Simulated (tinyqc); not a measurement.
Six-band Luttinger-Kohn model with strain: sweeps and comparisons. A value that a table varies takes the place of the one given here.

Six-band Luttinger-Kohn model in the basis |3/2,3/2>, |3/2,1/2>, |3/2,-1/2>, |3/2,-3/2>, |1/2,1/2>, |1/2,-1/2>, electron energies, zero at the top of the unstrained valence band. H = -[rows: (P+Q, -S, R, 0, -S/r2, r2 R); (-S*, P-Q, 0, R, -r2 Q, r32 S); (R*, 0, P-Q, S, r32 S*, r2 Q); (0, R*, S*, P+Q, -r2 R*, -S*/r2); (-S*/r2, -r2 Q, r32 S, -r2 R, P+Dso, 0); (r2 R*, r32 S*, r2 Q, -S/r2, 0, P+Dso)], r2 = sqrt(2), r32 = sqrt(3/2). Levels are twofold.

P = c g1 k^2 - av tr(e); Q = c g2 (kx^2 + ky^2 - 2 kz^2) - (b/2)(exx + eyy - 2 ezz); R = c sqrt3 [-g2 (kx^2 - ky^2) + 2i g3 kx ky] + (sqrt3/2) b (exx - eyy) - i d exy; S = 2 c sqrt3 g3 (kx - i ky) kz - d (exz - i eyz); c = hbar^2/2m0, e the strain tensor (not engineering shear).

s11 = (C11 + C12)/((C11 - C12)(C11 + 2 C12)), s12 = -C12/((C11 - C12)(C11 + 2 C12)), s44 = 1/C44; exx = s11 sxx + s12 (syy + szz) and cyclic, exy = s44 sxy/2; tension is positive. A uniaxial stress X along the unit vector n is s_ij = X n_i n_j.

Constants: hbar^2/2m0 = 3.80998211 eV angstrom^2.

Values chosen for the exercise (near those of Si; shifted at random, so the results belong to these values and not to a real crystal): Dso = 0.044 eV (spin-orbit splitting); g1 = 4.29 (Luttinger gamma1); g2 = 0.34 (gamma2); g3 = 1.45 (gamma3); av = 2.47 eV (valence hydrostatic potential); b = -2.12 eV (tetragonal shear potential); d = -4.76 eV (trigonal shear potential); C11 = 165.6 GPa; C12 = 63.8 GPa; C44 = 79.4 GPa; load = uniaxial [001] (kind of stress); X1 = 0.9 GPa (size of the stress); E_h = 20 meV (hole energy below the top); X = -0.38 GPa (stress).

## Sweep of a uniaxial [001] stress

Edges at k = 0 and curvature masses of the top pair along [110] and [001] (step 0.0002 1/angstrom); at zero stress the top is fourfold and has no single curvature.

Edges and masses:

| X (GPa) | top (eV) | second (eV) | third (eV) | splitting (meV) | m [110] | m [001] |
|---|---|---|---|---|---|---|
| -1.50 | 0.0390 | -0.0439 | -0.0770 | 82.9 | 0.274 | 0.179 |
| -1.00 | 0.0238 | -0.0292 | -0.0638 | 53.0 | 0.272 | 0.181 |
| -0.50 | 0.0099 | -0.0146 | -0.0519 | 24.6 | 0.267 | 0.186 |
| 0.00 | 0.0000 | 0.0000 | -0.0440 | 0.0 | - | - |
| 0.50 | 0.0146 | -0.0007 | -0.0453 | 15.3 | 0.216 | 0.277 |
| 1.00 | 0.0292 | 0.0077 | -0.0556 | 21.6 | 0.216 | 0.277 |
| 1.50 | 0.0439 | 0.0197 | -0.0696 | 24.2 | 0.216 | 0.277 |

How do the results move?

The splitting reaches 82.9 meV under compression and 24.2 meV under the same tension; linear shear terms alone would make the two equal, and the difference comes from the coupling to the split-off band. At the ends of the sweep the top pair has a mass along [110] of 0.274 under compression and 0.216 under tension, so tension gives the lighter holes along [110]; along [001] it has 0.179 and 0.277. The top edge itself moves by +39 and +44 meV.

## Which stress helps holes along [110]

Each load has size X1 (biaxial: sxx = syy); masses are curvatures of the top pair at k = 0.

Results:

| load | splitting (meV) | top edge (meV) | m [110] | m [001] |
|---|---|---|---|---|
| uniaxial [110], compression | 40.5 | 16.7 | 0.119 | 0.271 |
| uniaxial [110], tension | 20.1 | 24.2 | 0.436 | 0.207 |
| uniaxial [100], compression | 47.2 | 20.9 | 0.218 | 0.272 |
| uniaxial [100], tension | 20.8 | 26.3 | 0.243 | 0.216 |
| uniaxial [111], compression | 38.4 | 15.3 | 0.147 | 0.233 |
| uniaxial [111], tension | 19.1 | 23.2 | 0.352 | 0.233 |
| biaxial (001), compression | 20.8 | 3.6 | 0.216 | 0.277 |
| biaxial (001), tension | 47.2 | 43.6 | 0.272 | 0.181 |

What can be read from the table?

The lightest mass along [110] (0.119) comes with uniaxial [110], compression. The largest splitting (47.2 meV) comes with uniaxial [100], compression; biaxial (001), tension. The heaviest mass along [001] (0.277), which lowers the confinement energy in a (001) channel, comes with biaxial (001), compression. The splitting per GPa follows b (s11 - s12) for loads along cube axes and d s44 for [111]: here 2 |b| (s11 - s12) = 41.7 and |d| s44/sqrt3 = 34.6 meV per GPa in the limit of large Dso; where the splitting nears Dso, mixing with the split-off band makes it depend on the sign of the load.

## Warping of the constant-energy contours (six-band Luttinger-Kohn model)

No strain (e = 0). In the plane kz = 0, |k| where the top and second pairs lie E_h below the top, against the angle from [100]; m = c k^2/E_h.

Contours:

| angle (degrees) | k top (1/angstrom) | k second (1/angstrom) | m top (m0) | m second (m0) |
|---|---|---|---|---|
| 0 | 0.0381 | 0.0328 | 0.277 | 0.205 |
| 9 | 0.0402 | 0.0320 | 0.307 | 0.195 |
| 18 | 0.0455 | 0.0308 | 0.394 | 0.181 |
| 27 | 0.0549 | 0.0300 | 0.575 | 0.171 |
| 36 | 0.0717 | 0.0295 | 0.979 | 0.166 |
| 45 | 0.0872 | 0.0293 | 1.450 | 0.164 |

What can be read from the table?

The heavy contour reaches 2.288 times as far along [110] as along [100], the light one 0.894 times. The warping follows g3 - g2 = 1.11 and would vanish for g2 = g3. Along [100] the heavy mass is 1/(g1 - 2 g2) = 0.277 at any energy, while the light one is 0.2050, against 1/(g1 + 2 g2) = 0.2012 at the edge, for E_h/Dso = 0.45.

## What each parameter does

Edges at k = 0 under a uniaxial [001] stress X and the curvature mass of the top pair along [110] (step 0.0002 1/angstrom). Each row changes one parameter from the base and keeps the others.

Results:

| case | top (eV) | second (eV) | third (eV) | mass (m0) |
|---|---|---|---|---|
| base | 0.0070 | -0.0111 | -0.0495 | 0.265 |
| b = -2.544 eV | 0.0095 | -0.0127 | -0.0504 | 0.267 |
| g1 = 3.432 | 0.0070 | -0.0111 | -0.0495 | 0.343 |
| X = -0.304 GPa | 0.0053 | -0.0089 | -0.0481 | 0.263 |
| g3 = 1.16 | 0.0070 | -0.0111 | -0.0495 | 0.265 |
| g2 = 0.408 | 0.0070 | -0.0111 | -0.0495 | 0.272 |
| C11 = 132.48 GPa | 0.0127 | -0.0153 | -0.0522 | 0.268 |
| C44 = 63.52 GPa | 0.0070 | -0.0111 | -0.0495 | 0.265 |

What can be read from the table?

The largest shifts from the base row, up to three for each result and ties (the steps differ in size, so this ranks the rows, not the parameters). top (eV): C11 +0.0057, b +0.0025, X -0.0017; unchanged at the printed digits by g1, g3, g2 and C44. second (eV): C11 -0.0042, X +0.0022, b -0.0016; unchanged at the printed digits by g1, g3, g2 and C44. third (eV): C11 -0.0027, X +0.0014, b -0.0009; unchanged at the printed digits by g1, g3, g2 and C44. mass (m0): g1 +0.078, g2 +0.007, C11 +0.003; unchanged at the printed digits by g3 and C44. The Luttinger parameters multiply k^2 and cannot move the edges; av shifts all edges alike and leaves the mass.

Program tinyqc; command `OMP_NUM_THREADS=1 python tinyqc.py 1050484 1050485 out.jsonl`; about 0.05 s on one thread of a shared Intel(R) Xeon(R) Processor @ 2.30GHz.
